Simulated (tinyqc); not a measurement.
Metal-interlayer-semiconductor contact, depinning against tunnelling resistance: one step of the calculation.

Zero bias, n-type semiconductor. Gap states at the semiconductor surface thin out as exp(-be ti), which unpins the barrier; electrons must then cross the interlayer (a rectangular barrier, no voltage drop across it) and the parabolic depleted layer, both by WKB. Energies E are counted from the Fermi level; no image force, parabolic bands.

Problem. Pinning, barrier and scales. S = 1/(1 + (1/S0 - 1) exp(-be ti)); phiB = S (phiM - chi) + (1 - S)(Eg - E0); xi = Ec - EF deep inside, from Nd = Nc F(-xi/Vt), F(x) = (2/sqrt(pi)) int_0^infinity sqrt(u) du/(1 + exp(u - x)); band bending U = phiB - xi; E00 = (hbar/2) sqrt(Nd/(eps0 eps_r mt m0)) in volts; A = 4 pi q mA m0 kB^2/h^3.

Parameters, values chosen for the exercise; semiconductor values close to those of gallium arsenide; interlayer mass of the order of that in strontium titanate, offset chosen freely: temperature T = 250 K; band gap Eg = 1.43 eV; relative permittivity eps_r = 12.8; electron affinity chi = 4.18 eV; conduction-band density of states at T Nc = 3.35e17 cm^-3; tunnelling mass in the semiconductor mt = 0.0685 m0; Richardson mass mA = 0.0648 m0; donor density Nd = 3.2e18 cm^-3; charge-neutrality level above the valence band E0 = 0.5 eV; pinning factor without interlayer S0 = 0.1; metal work function phiM = 4.18 eV; interlayer thickness ti = 1.1 nm; decay constant of gap states through the interlayer be = 1.9 1/nm.

Constants: q = 1.602176634e-19 C, kB = 1.380649e-23 J/K, eps0 = 8.8541878128e-12 F/m, hbar = 1.054571817e-34 J s, h = 6.62607015e-34 J s, m0 = 9.1093837015e-31 kg, Vt = kB T/q. Results are converted to the units shown.

Wanted: S; phiB; xi; U; E00; A.

Solution.

S = 0.47322
phiB = 0.48991 eV
xi = -0.11379 eV
U = 0.60370 eV
E00 = 0.035469 eV
A = 7.7872 A/(cm^2 K^2)

tinyqc, about 0.04 s, one thread, Intel Xeon 2.30GHz (shared host): `OMP_NUM_THREADS=1 python tinyqc.py 2270158 2270159 out.jsonl`
